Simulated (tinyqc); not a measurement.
Holstein polaron on two sites: one step, computed by the program tinyqc.

One electron on sites 1 and 2: H = -t (c1+ c2 + c2+ c1) + hbar omega sum_i b_i+ b_i - g hbar omega sum_i n_i (b_i + b_i+). The symmetric phonon shifts the energy by -g^2 hbar omega/2 and drops out; with b = (b_1 - b_2)/sqrt(2) there remains H = -t sigma_x + hbar omega b+ b - (g hbar omega/sqrt(2)) sigma_z (b + b+). Parity splits it into blocks p = +1 and -1 over phonon numbers n. Zero-point energies are left out. Weights Z refer to mode b alone; the displaced symmetric mode multiplies the full zero-phonon weight by exp(-g^2/2).

Task: Levels in the small basis. Diagonalise H; the eigenvector has its largest component positive; Z is the weight of n = 0.

H, even block (meV), lower triangle (symmetric):
```
           1          2          3          4          5         6
1  -473.1606
2  -177.9364    -5.1606
3     0.0000  -251.6400  -257.1606
4     0.0000     0.0000  -308.1948   210.8394
5     0.0000     0.0000     0.0000  -355.8727   -41.1606
6     0.0000     0.0000     0.0000     0.0000  -397.8778  426.8394
```

Give: levels; lowest eigenvector; Z in the small basis.

Result:

levels (meV): -610.2  -501.4  -316.7  131.1  411.6  746.7

lowest eigenvector: 0.5157  0.3972  0.5904  0.3520  0.3008  0.1154

Z in the small basis = 0.2659
